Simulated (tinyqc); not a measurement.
# All-pass ring resonator: effect of the ring radius

A ring of length L = 2 pi Rr coupled to one bus waveguide: round-trip amplitude a = 10^(-al L/20), self-coupling t = sqrt(1 - k2). At detuning d from the resonance the round-trip phase is p = 2 pi d/FSR and the transmission T = (a^2 - 2 a t cos p + t^2)/(1 - 2 a t cos p + a^2 t^2). Lossless coupler, linear absorption only.

FSR = lam^2/(ng L), finesse F = pi sqrt(a t)/(1 - a t), FWHM = FSR/F, Q = lam/FWHM, Tmin = (a - t)^2/(1 - a t)^2, power build-up k2 a^2/(1 - a t)^2, optical bandwidth c/(lam Q).

Inputs (values chosen for the exercise); values close to those of silicon waveguides: cold resonance wavelength lam = 1310 nm; group index ng = 4.34; propagation loss al = 50 dB/cm; power coupling k2 = 0.23.

Constants: c = 299792458 m/s. Results are converted to the units shown.

The same in every row: t = 0.8775.

Result of one run:
```
Rr (um)	a	Q	Tmin	build-up	bandwidth (GHz)
5.4	0.9807	2349	0.5471	11.37	97.44
```

What becomes of these results when the ring radius Rr is changed from 5.4 to 8.7 um, all else the same?

Result of the changed run:
```
Rr (um)	a	Q	Tmin	build-up	bandwidth (GHz)
8.7	0.9690	3505	0.3739	9.639	65.29
```

The whole series:
```
Rr (um)	a	Q	Tmin	build-up	bandwidth (GHz)
3.3	0.9881	1512	0.6929	12.71	151.4
5.4	0.9807	2349	0.5471	11.37	97.44
8.7	0.9690	3505	0.3739	9.639	65.29
14	0.9506	5042	0.1945	7.558	45.38
23	0.9202	7019	0.04914	5.253	32.60
37	0.8747	9121	1.403e-4	3.258	25.09
60	0.8049	1.123e4	0.06107	1.728	20.38
```

As Rr goes from 3.3 to 60 um, Q rises from 1510 to 11200, Tmin goes from 0.693 through a minimum of 1.40e-4 (at Rr = 37 um among the rows listed) to 0.0611 and the build-up falls from 12.7 to 1.73. The ring is overcoupled (t < a) in 5 of the 7 rows; the dip is deepest where t and a cross. Bend loss, which grows for small rings, is left out.

Numbers from tinyqc (`OMP_NUM_THREADS=1 python tinyqc.py 2650133 2650134 out.jsonl`; about 0.02 s on one thread of a shared Intel Xeon 2.30GHz).
